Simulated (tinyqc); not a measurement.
Fermi-Dirac statistics of conduction electrons: one step. Reduced Fermi level by five rules. Two cases, with inputs chosen for the exercise.

Problem. Find eta = (EF - Ec)/kT by each rule.

F_j(eta) = (1/Gamma(j + 1)) integral_0^infinity x^j dx/(1 + exp(x - eta)), which tends to exp(eta) for eta << 0.

With u = n/Nc: Boltzmann eta = ln u; Joyce-Dixon eta = ln u + u/sqrt(8) - 4.95009e-3 u^2 + 1.48386e-4 u^3 - 4.42563e-6 u^4; Nilsson eta = ln u/(1 - u^2) + v/(1 + (0.24 + 1.08 v)^-2) with v = (3 sqrt(pi) u/4)^(2/3); fully degenerate limit eta = v; exact: F_1/2(eta) = u.

Case 1.

u = n/Nc = 0.5998776

Case 2.

u = n/Nc = 0.07236860

Give: eta.

Solution.

Case 1.

eta: Boltzmann -0.511, Joyce-Dixon -0.301, Nilsson -0.302, degenerate 0.860, exact -0.301

Against the exact value the errors are Boltzmann -0.210, Joyce-Dixon 0.000, Nilsson -0.001, degenerate limit +1.161 (in kT).

Case 2.

eta: Boltzmann -2.626, Joyce-Dixon -2.600, Nilsson -2.602, degenerate 0.210, exact -2.600

Against the exact value the errors are Boltzmann -0.026, Joyce-Dixon 0.000, Nilsson -0.002, degenerate limit +2.810 (in kT).

Computed by tinyqc, one run a case: `OMP_NUM_THREADS=1 python tinyqc.py N N+1 out.jsonl` with N = 1652733, 1680152; one thread of a shared Intel(R) Xeon(R) Processor @ 2.30GHz, about 0.01 s a run at most.
